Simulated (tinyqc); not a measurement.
Short-channel transistor, virtual-source model with series resistance: two steps of the calculation.

The current per gate width is the charge at the top of the source barrier (the virtual source) times its velocity times a saturation function; al and be are fitting constants of the model. Units: I in uA/um, Rs in ohm um, so I Rs = 1e-6 I Rs in volts; Q in uC/cm^2, so I = 1e-4 Q vx0 Fsat with vx0 in cm/s.

Inputs (values chosen for the exercise):

| symbol | value | unit | meaning |
|---|---|---|---|
| T | 300 | K | temperature |
| Cinv | 2.18 | uF/cm^2 | inversion capacitance |
| vx0 | 3.84e7 | cm/s | velocity at the virtual source |
| mu | 110 | cm^2/(V s) | apparent mobility |
| L | 32 | nm | channel length |
| VT0 | 0.411 | V | threshold at zero drain voltage |
| dl | 0.177 | V/V | drain-induced barrier lowering |
| n0 | 1.53 |  | subthreshold factor |
| nd | 0.05 | 1/V | growth of n with drain voltage |
| al | 3.5 |  | threshold shift (in units of Vt) from weak to strong inversion |
| be | 1.6 |  | sharpness of saturation |
| Rs | 30 | ohm um | series resistance of each contact |
| Vgs | 0.6 | V | gate voltage |
| Vds | 0.6 | V | drain voltage |

Constants: q = 1.602176634e-19 C, kB = 1.380649e-23 J/K, Vt = kB T/q. Results are converted to the units shown.

Problem 1. Current through the series resistance. Intrinsic voltages Vg' = Vgs - I Rs, Vd' = Vds - 2 I Rs. n = n0 + nd Vd', VT = VT0 - dl Vd', Ff = 1/(1 + exp((Vg' - VT + al Vt/2)/(al Vt))), Q = Cinv n Vt ln(1 + exp((Vg' - VT + al Vt Ff)/(n Vt))), Vdsat = (vx0 L/mu)(1 - Ff) + Vt Ff, Fsat = u/(1 + u^be)^(1/be) with u = Vd'/Vdsat, and I(out) = Q vx0 Fsat per width. (Fsat takes the sign of u.) Newton step: I(new) = I + (I(out) - I)/(1 - s), s = dI(out)/dI by a central difference with +/- 0.001 uA/um.

I after iteration 1 = 913.49696 uA/um

Find: Vg'; Vd'; VT; Ff; Q; Vdsat; Fsat; I(out); s; I after iteration 2.

Solution 1.

Vg' = 0.57260 V
Vd' = 0.54519 V
VT = 0.31450 V
Ff = 0.033816
Q = 0.56945 uC/cm^2
Vdsat = 1.0802 V
Fsat = 0.42136
I(out) = 921.37 uA/um
s = -0.20412
I after iteration 2 = 920.03 uA/um

Problem 2. What the series resistance costs. n = n0 + nd Vd', VT = VT0 - dl Vd', Ff = 1/(1 + exp((Vg' - VT + al Vt/2)/(al Vt))), Q = Cinv n Vt ln(1 + exp((Vg' - VT + al Vt Ff)/(n Vt))), Vdsat = (vx0 L/mu)(1 - Ff) + Vt Ff, Fsat = u/(1 + u^be)^(1/be) with u = Vd'/Vdsat, and I = Q vx0 Fsat per width. I0 is the current for Rs = 0. Effective velocity I/Q; transit time L Q/I.

converged I = 920.03533 uA/um
I0 = 1115.9771 uA/um

Give: loss against I0; effective velocity; transit time.

Solution 2.

loss against I0 = 17.558 %
effective velocity = 1.6172e7 cm/s
transit time = 0.19787 ps

Computed by the program tinyqc: `OMP_NUM_THREADS=1 python tinyqc.py 2380106 2380107 out.jsonl`, one thread of a shared Intel Xeon 2.30GHz, about 0.01 s for the whole run.
